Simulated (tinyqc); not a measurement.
Worked calculation: Hubbard ring of 5 sites. Computed by tinyqc, a small Python program that keeps every step. Settings: hopping = 0.93, U = 1.7, mixing = 0.2, iteration cap = 84. Command: `OMP_NUM_THREADS=1 python tinyqc.py 21161 21162 out.jsonl` (the two numbers bound the seeds that draw the settings). One thread of a shared host (Intel(R) Xeon(R) Processor @ 2.60GHz), about 0.2 s of CPU time with the checks. Later iterations appear only in the table of the cycle.

## Mean-field iteration 1

one-body matrix (hopping and site energies) (eV), lower triangle:
```
           1          2          3          4         5
1   0.000000
2  -0.930000   0.000000
3   0.000000  -0.930000   0.000000
4   0.000000   0.000000  -0.930000   0.000000
5  -0.930000   0.000000   0.000000  -0.930000  0.000000
```

U = 1.700000 eV

electrons, up and down: 3  2

mixing = 0.200000

n(up) at the start (a guess, not normalised): 1 1.000000, 2 0.150000, 3 1.000000, 4 0.150000, 5 1.000000

n(down) at the start (a guess): 1 0.000000, 2 0.850000, 3 0.000000, 4 0.850000, 5 0.000000

H(up) = T + U n(down), H(down) = T + U n(up); fill the lowest levels; n(new) = n + mixing (n(out) - n); E = tr T (rho up + rho down) + U sum n_up n_down of the output.

levels, up (eV): -1.442359  -0.461164  0.222510  2.152490  2.418523

levels, down (eV): -0.918074  -0.065829  1.028293  2.614781  2.950829

energy = -3.313168 eV

n(up) after iteration 1: 1 0.957723, 2 0.183818, 3 0.956918, 4 0.183818, 5 0.957723

n(down) after iteration 1: 1 0.030143, 2 0.833637, 3 0.032440, 4 0.833637, 5 0.030143

## Mean-field iteration 2

As before.

levels, up (eV): -1.406224  -0.413608  0.244011  2.154415  2.413405

levels, down (eV): -0.908275  -0.022642  0.963511  2.582144  2.893262

energy = -3.340993 eV

n(up) after iteration 2: 1 0.921851, 2 0.213745, 3 0.920808, 4 0.213745, 5 0.921851

n(down) after iteration 2: 1 0.056499, 2 0.817747, 3 0.059508, 4 0.817747, 5 0.056499

## Convergence

Each step fills the lowest levels of T + U n(other spin) and sets n(new) = n + mixing (n(out) - n); stop when output and input agree to 1e-8.

Course of the cycle:

| iteration | E (eV) | largest \|n(out) - n(in)\| | mean \|n_up - n_down\| |
|---|---|---|---|
| 1 | -3.31316836 | 2.15e-01 | 0.559277 |
| 2 | -3.34099340 | 1.81e-01 | 0.536587 |
| 3 | -3.36344033 | 1.53e-01 | 0.515740 |
| 4 | -3.38157520 | 1.31e-01 | 0.496651 |
| 5 | -3.39625147 | 1.13e-01 | 0.479214 |
| 6 | -3.40815006 | 9.83e-02 | 0.463318 |
| 7 | -3.41781392 | 8.57e-02 | 0.448847 |
| 8 | -3.42567630 | 7.72e-02 | 0.435688 |
| 9 | -3.43208351 | 6.96e-02 | 0.423731 |
| 10 | -3.43731295 | 6.28e-02 | 0.412873 |
| 11 | -3.44158729 | 5.67e-02 | 0.403016 |
| ... | ... | ... | ... |
| 74 | -3.46132860 | 1.49e-04 | 0.305815 |
| 75 | -3.46132863 | 1.36e-04 | 0.305792 |
| 76 | -3.46132865 | 1.24e-04 | 0.305770 |
| 77 | -3.46132867 | 1.13e-04 | 0.305751 |
| 78 | -3.46132868 | 1.03e-04 | 0.305733 |
| 79 | -3.46132869 | 9.43e-05 | 0.305717 |
| 80 | -3.46132870 | 8.60e-05 | 0.305702 |
| 81 | -3.46132871 | 7.84e-05 | 0.305688 |
| 82 | -3.46132872 | 7.15e-05 | 0.305676 |
| 83 | -3.46132872 | 6.52e-05 | 0.305665 |
| 84 | -3.46132873 | 5.94e-05 | 0.305655 |

Not converged within 84 iterations: the residual falls steadily but slowly, by a factor of about 0.91 a step. The lowest mean-field energy found from random starts is -3.46133 eV. Reruns (cap 100 unless said): mixing 0.5: converged in 67 (E = -3.46133); mixing 0.9: converged in 34 (E = -3.46133); the original settings with a cap of 400: converged in 178 (E = -3.46133).

## Exact diagonalisation (100 states)

Lowest levels of the sector, and the double occupancy of the lowest state.

lowest levels (eV): -3.702846  -3.702846  -2.568149  -2.209842  -2.209842  -1.561569

double occupancy per site = 0.168053

## The lowest level by Lanczos steps

From a random start vector (not printed): a_j = <q_j|H|q_j>, b_j = norm of the remainder after orthogonalising; the Ritz value is the lowest eigenvalue of the tridiagonal matrix of a and b so far.

Lanczos:

| j | a_j (eV) | b_j (eV) | lowest Ritz value (eV) |
|---|---|---|---|
| 1 | 0.697596 | 3.057198 | 0.69759576 |
| 2 | 1.104861 | 3.081553 | -2.16274408 |
| 3 | 2.581394 | 3.203531 | -3.06293763 |
| 4 | 2.157613 | 2.837064 | -3.43183011 |
| 5 | 2.133605 | 3.193722 | -3.58198862 |
| 6 | 2.482424 | 2.213804 | -3.66838909 |
| 7 | 1.652825 | 2.436056 | -3.69262332 |
| 8 | 2.000569 | 2.442293 | -3.70046168 |
| 9 | 2.864607 | 1.907101 | -3.70254023 |
| 10 | 2.848993 | 2.182825 | -3.70278876 |
